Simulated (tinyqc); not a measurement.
Voltage acceleration of oxide breakdown, four models on the same data: one step of the calculation.

Field E = V/tox in MV/cm. Models: ln(t63/1 s) = a - c X with X = E (E model), -1/E (1/E model), ln V (power law, c the exponent n) or sqrt(E).

Problem. Fitting the models. The three stress times were made with the 1/E model, c = 338, and are treated as data. For each model fit ln t63 on X by least squares over the three points.

Parameters, values chosen for the exercise: oxide thickness tox = 7.8 nm.

```
stress  V (V)  t63 (s)
0           6  6.558e5
1        7.13      620
2        7.96    13.12
```

Find: c; a; largest misfit in ln t63 (0: below 0.002).

Solution.

```
model        c        a  largest misfit in ln t63 (0: below 0.002)
E       4.3350   46.536                                    0.48034
1/E     338.00  -30.547                                    0.00000
power   38.460   82.213                                    0.23569
sqrt E  25.855   84.958                                    0.35716
```

The worst misfit of any model is 0.48 in ln t63, a factor of 1.62 in time, comparable to the scatter of t63 from small samples, so such data hardly tell the models apart.

Range of the model: All four laws are empirical fits; none is established far below the stress range.

Program tinyqc, `OMP_NUM_THREADS=1 python tinyqc.py 2070095 2070096 out.jsonl`; Intel Xeon 2.30GHz, shared host, one thread, about 0.01 s.
